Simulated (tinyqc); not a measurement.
Implant damage, amorphisation by cascade overlap, and solid-phase epitaxial regrowth: one step, computed by the program tinyqc. Command: `OMP_NUM_THREADS=1 python tinyqc.py 3114281 3114282 out.jsonl sper walk`. One thread of a shared host (Intel(R) Xeon(R) Processor @ 2.30GHz), about 0.01 s of CPU time with the checks.

Range and width of the damage are inputs. Dynamic annealing enters only through the surviving share f.

Problem. Isothermal regrowth. v = v0 x orientation factor x exp(-E_a/(k_B T)) x [1 + (enhancement - 1) exp(-(z - R_d)^2/(2 s_d^2))], T = anneal temperature + 273.15 K; the dopant is taken to follow the damage profile; the lower front moves from the lower edge z2 to the surface, or to the middle (z1 + z2)/2 of a buried layer with upper edge z1; time = int dz/v; the equivalent undoped distance is that time times the undoped velocity.

Inputs (values chosen for the exercise, modelled on phosphorus ions in silicon):
```
quantity                           value  unit
depth of the damage peak R_d         8.6    nm
width of the damage profile s_d      5.2    nm
regrowth prefactor v0            4.7e+15  nm/s
regrowth energy E_a                 2.69    eV
anneal temperature                   643     C
rate relative to (100)                 1     -
peak enhancement by the dopant       3.7     -
```

lower edge = 23.12837 nm

upper edge = 0 nm

Constants: k_B = 8.617333262e-05 eV/K.

Give: undoped velocity; distance to regrow; time without enhancement; equivalent undoped distance; time with enhancement.

Solution.

undoped velocity = 7.487 nm/s

distance to regrow = 23.13 nm

time without enhancement = 3.089 s

equivalent undoped distance = 11.15 nm

time with enhancement = 1.489 s

The rate doubles for each 19 K or so near this temperature.
